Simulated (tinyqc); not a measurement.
From results back to parameters: effective work function and flat-band voltage of a metal/high-k/SiO2/Si stack with a dipole layer. Three cases, with inputs chosen for the exercise.

Problem. Three stacks with (t1, t2) = (8, 20), (30, 20) and (8, 60) angstrom have the flat-band voltages below. VFB = W0 - (chi + dEF) - 4 pi e2 [Q1 EOT + Q2 x2]/3.9 with x2 = t2 3.9/eps2, EOT = t1 + x2, e2 = e^2/4 pi eps0, 1 cm^-2 = 1e-16 angstrom^-2; W0 is the work function with the dipole step.

Constants: e^2/(4 pi eps0) = 14.39964547 eV angstrom.

Find: Q1; Q2; W0.

Method. The first two stacks differ in t1 alone and give Q1; the first and third give Q1 + Q2; W0 follows from any of them.

Case 1.

Values chosen (out of a larger set: a stack on Si capped with a magnesium-like oxide; not measured data): chi = 4.04 eV (electron affinity of the channel); dEF = 0.886 eV (Ec - EF in the channel); eps = (3.9, 20) (their dielectric constants).

VFB (V): -0.7473850  -0.7718830  -0.7437659

Solution.

Q1 = 2.4e+11 e/cm^2
Q2 = -3.4e+11 e/cm^2
W0 = 4.186 eV

Case 2.

Values chosen (out of a larger set: a stack on Si capped with a magnesium-like oxide; not measured data): chi = 4.057 eV (electron affinity of the channel); dEF = 0.721 eV (Ec - EF in the channel); eps = (3.9, 17.1) (their dielectric constants).

VFB (V): 0.1283645  0.1640908  0.1689992

Solution.

Q1 = -3.5e+11 e/cm^2
Q2 = -6.1e+11 e/cm^2
W0 = 4.873 eV

Case 3.

Values chosen (out of a larger set: a stack on Si capped with a magnesium-like oxide; not measured data): chi = 4.051 eV (electron affinity of the channel); dEF = 0.399 eV (Ec - EF in the channel); eps = (3.9, 20.5) (their dielectric constants).

VFB (V): 0.0626050  0.0553577  0.0643351

Solution.

Q1 = 7.1e+10 e/cm^2
Q2 = -1.2e+11 e/cm^2
W0 = 4.514 eV

Computed by tinyqc, one run a case: `OMP_NUM_THREADS=1 python tinyqc.py N N+1 out.jsonl` with N = 1851229, 1851233, 1851234; one thread of a shared Intel(R) Xeon(R) Processor @ 2.30GHz, about 0.01 s a run at most.
